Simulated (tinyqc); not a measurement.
LDA (PW92) atom on a uniform radial grid, spin-unpolarised, for B, step by step. Computed by tinyqc, a small Python program that keeps every step. Settings: Z = 5, points = 64, R = 9.8, functional = lda,pw, mixing = 0.4, iteration cap = 84. Command: `OMP_NUM_THREADS=1 python tinyqc.py 22741 22742 out.jsonl` (the two numbers bound the seeds that draw the settings). One thread of a shared host (Intel(R) Xeon(R) Processor @ 2.60GHz), about 0.06 s of CPU time with the checks. Later iterations appear only in the table of the cycle.

## Iteration 1

Spherical atom on a uniform radial grid r_j = j h with h = R/(N + 1), h sum u^2 = 1 and integrals as h times sums, u(0) = u(R) = 0 (atomic units):
```
parameter,value
Z,5
points N,64
R,9.800000
h,0.150769
mixing,0.400000
electrons in 1s,2
electrons in 2s,2
electrons in 2p,1
```

Three-point differences turn -u''/2 + [l(l+1)/2r^2 - Z/r + V] u = e u into a tridiagonal matrix (diagonal 1/h^2 + potential, off-diagonal -1/2h^2). D = sum f u^2; the Hartree potential y/r solves y'' = -D/r with y(0) = 0, y(R) = N_e; v_xc comes from rho = D/(4 pi r^2); E = sum f e - int D V + int D (V_H/2 + eps_xc); V(new) = V + mixing (V_H + v_xc - V).

eigenvalues (hartree): 1s -11.099708, 2s -3.021254, 2p -3.165246

Every 4th grid point:
```
r,V in,u(1s),u(2s),u(2p),D,V_H,v_xc
0.603077,0.000000,0.743946,-0.463635,0.937125,2.415028,6.232196,-0.870144
1.206154,0.000000,0.091857,-0.941530,0.801486,2.432214,3.919601,-0.565497
1.809231,0.000000,0.008506,-0.573858,0.391233,0.811834,2.741967,-0.314668
2.412308,0.000000,0.000700,-0.251676,0.151772,0.149718,2.070884,-0.158926
3.015385,0.000000,0.000054,-0.093926,0.051911,0.020339,1.658023,-0.076644
3.618462,0.000000,4.00e-06,-0.031824,0.016395,0.002294,1.381793,-0.035657
4.221538,0.000000,2.88e-07,-0.010108,0.004901,0.000228,1.184402,-0.016030
4.824615,0.000000,2.03e-08,-0.003066,0.001407,0.000021,1.036352,-0.006983
5.427692,0.000000,1.41e-09,-0.000898,0.000392,1.77e-06,0.921202,-0.002961
6.030769,0.000000,9.69e-11,-0.000256,0.000107,1.42e-07,0.829082,-0.001228
6.633846,0.000000,0,-0.000071,0.000028,1.10e-08,0.753711,-0.000501
7.236923,0.000000,0,-0.000020,0.000007,8.22e-10,0.690901,-0.000202
7.840000,0.000000,0,-0.000005,1.93e-06,5.96e-11,0.637755,-0.000080
8.443077,0.000000,0,-1.41e-06,4.91e-07,0,0.592201,-0.000032
9.046154,0.000000,0,-3.59e-07,1.21e-07,0,0.552721,0.000000
9.649231,0.000000,0,-4.76e-08,1.56e-08,0,0.518176,0.000000
```

total energy = -19.68993820 hartree

## Iteration 2

As before.

eigenvalues (hartree): 1s -8.187057, 2s -1.628238, 2p -1.566408

Every 4th grid point:
```
r,V in,u(1s),u(2s),u(2p),D,V_H,v_xc
0.603077,2.144821,0.798076,-0.285556,0.727773,1.966588,5.755884,-0.815738
1.206154,1.341641,0.125071,-0.862998,0.831454,2.212132,3.728255,-0.549108
1.809231,0.970920,0.015372,-0.699510,0.569643,1.303595,2.695488,-0.363558
2.412308,0.764783,0.001718,-0.413853,0.317530,0.443379,2.062315,-0.220150
3.015385,0.632552,0.000182,-0.211101,0.158285,0.114181,1.656658,-0.128261
3.618462,0.538454,0.000019,-0.098808,0.073618,0.024946,1.381592,-0.073055
4.221538,0.467349,1.89e-06,-0.043739,0.032673,0.004894,1.184374,-0.040842
4.824615,0.411748,1.88e-07,-0.018620,0.014020,0.000890,1.036348,-0.022433
5.427692,0.367296,1.85e-08,-0.007701,0.005864,0.000153,0.921201,-0.012117
6.030769,0.331141,1.80e-09,-0.003115,0.002404,0.000025,0.829082,-0.006446
6.633846,0.301284,1.74e-10,-0.001237,0.000970,4.00e-06,0.753711,-0.003383
7.236923,0.276280,1.67e-11,-0.000484,0.000386,6.18e-07,0.690901,-0.001755
7.840000,0.255070,0,-0.000187,0.000152,9.30e-08,0.637755,-0.000902
8.443077,0.236868,0,-0.000071,0.000058,1.35e-08,0.592201,-0.000457
9.046154,0.221088,0,-0.000025,0.000021,1.67e-09,0.552721,-0.000220
9.649231,0.207270,0,-3.97e-06,3.35e-06,4.27e-11,0.518176,-0.000063
```

total energy = -21.02483255 hartree

## Convergence

Stop when input and output potentials agree to 1e-7.

Course of the cycle (hartree):
```
iteration,E,e(1s),e(2s),e(2p),largest |V(out) - V(in)|
1,-19.68993820,-11.099708,-3.021254,-3.165246,8.92e+00
2,-21.02483255,-8.187057,-1.628238,-1.566408,4.44e+00
3,-21.47961469,-6.734148,-0.954819,-0.820478,2.10e+00
4,-21.61143765,-6.040772,-0.628290,-0.473287,9.46e-01
5,-21.64294695,-5.726106,-0.470150,-0.310980,4.09e-01
6,-21.64914316,-5.589314,-0.393433,-0.234139,1.74e-01
7,-21.65020334,-5.530936,-0.355604,-0.196820,7.53e-02
8,-21.65037919,-5.505665,-0.336345,-0.178005,3.40e-02
9,-21.65041172,-5.494258,-0.326161,-0.168124,1.62e-02
10,-21.65041925,-5.488807,-0.320590,-0.162745,8.66e-03
11,-21.65042144,-5.486043,-0.317461,-0.159734,5.03e-03
...,...,...,...,...,...
22,-21.65042259,-5.482632,-0.313189,-0.155643,1.54e-05
23,-21.65042259,-5.482628,-0.313184,-0.155638,9.12e-06
24,-21.65042259,-5.482625,-0.313181,-0.155635,5.40e-06
25,-21.65042259,-5.482624,-0.313180,-0.155633,3.20e-06
26,-21.65042259,-5.482623,-0.313179,-0.155632,1.89e-06
27,-21.65042259,-5.482622,-0.313178,-0.155632,1.12e-06
28,-21.65042259,-5.482622,-0.313178,-0.155632,6.63e-07
29,-21.65042259,-5.482622,-0.313178,-0.155631,3.92e-07
30,-21.65042259,-5.482622,-0.313177,-0.155631,2.32e-07
31,-21.65042259,-5.482622,-0.313177,-0.155631,1.37e-07
32,-21.65042259,-5.482622,-0.313177,-0.155631,8.09e-08
```

Converged in 32 iterations. A uniform grid resolves the cusp poorly: for a bare nucleus this grid gives 1s at -11.09971 against -Z^2/2 = -12.5 hartree. Before convergence this energy mixes input and output and is not variational, so it may rise towards its limit.
